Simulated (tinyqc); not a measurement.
Deformation-potential model of the L valleys of a conduction band: one step. Piezoresistance from repopulation. Three cases, with inputs chosen for the exercise.

Task: For small stress d(rho)/rho = pi X. For valleys on the <111> axes pi11 = pi12 = 0 and pi44 = -Xu s44/(3 kT) x (K - 1)/(2K + 1), K = ml/mt. For stress along [110]: pi_l = (pi11 + pi12 + pi44)/2 with the current along it and pi_t = (pi11 + pi12 - pi44)/2 with the current along [1-10]. 1/GPa = 100 x 1e-11/Pa.

Constants: kB = 8.617333262e-05 eV/K.

Case 1.

Values chosen (near those of Ge; the results hold for these values, not for the real material): ml = 1.646 m0 (longitudinal mass); mt = 0.081 m0 (transverse mass); Xu = 17.1 eV (uniaxial potential); T = 300 K (temperature).

s11, s12, s44 (1/TPa): 9.780374  -2.641986  15.220700

Case 2.

Values chosen (near those of Ge; the results hold for these values, not for the real material): ml = 1.558 m0 (longitudinal mass); mt = 0.084 m0 (transverse mass); Xu = 16.65 eV (uniaxial potential); T = 200 K (temperature).

s11, s12, s44 (1/TPa): 9.826563  -2.689082  14.880952

Case 3.

Values chosen (near those of Ge; the results hold for these values, not for the real material): ml = 1.649 m0 (longitudinal mass); mt = 0.082 m0 (transverse mass); Xu = 15.88 eV (uniaxial potential); T = 300 K (temperature).

s11, s12, s44 (1/TPa): 9.854062  -2.708752  14.880952

Give: K; pi11, pi12, pi44; pi_l, pi_t for [110].

Result:

Case 1.

K = 20.321

pi11, pi12, pi44 (1e-11/Pa): 0.0  0.0  -155.7

pi_l, pi_t for [110] (1e-11/Pa): -77.9  77.9

Case 2.

K = 18.548

pi11, pi12, pi44 (1e-11/Pa): 0.0  0.0  -220.7

pi_l, pi_t for [110] (1e-11/Pa): -110.4  110.4

Case 3.

K = 20.110

pi11, pi12, pi44 (1e-11/Pa): 0.0  0.0  -141.3

pi_l, pi_t for [110] (1e-11/Pa): -70.6  70.6

Only the transfer between valleys is counted; changes of mass and of intervalley scattering add to it in a real crystal.

Computed by tinyqc, one run a case: `OMP_NUM_THREADS=1 python tinyqc.py N N+1 out.jsonl` with N = 1050012, 1050229, 1050849; one thread of a shared Intel(R) Xeon(R) Processor @ 2.30GHz, about 0.02 s a run at most.
